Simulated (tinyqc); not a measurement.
Plane-wave Kohn-Sham cycle with exchange-only LDA in a layered model solid, step by step. One step of it, computed by the program tinyqc.

Task: Iteration 1: levels at that k. Diagonalise the Hermitian matrix.

H (hartree), lower triangle:
```
           -2         -1         +0         +1        +2
-2   0.295060
-1  -0.350000  -0.105460
+0   0.000000  -0.350000  -0.185564
+1   0.000000   0.000000  -0.350000   0.054748
+2   0.000000   0.000000   0.000000  -0.350000  0.615476
```

Give: eigenvalues.

Result:

eigenvalues (hartree): -0.6652  -0.2166  0.1892  0.5513  0.8156
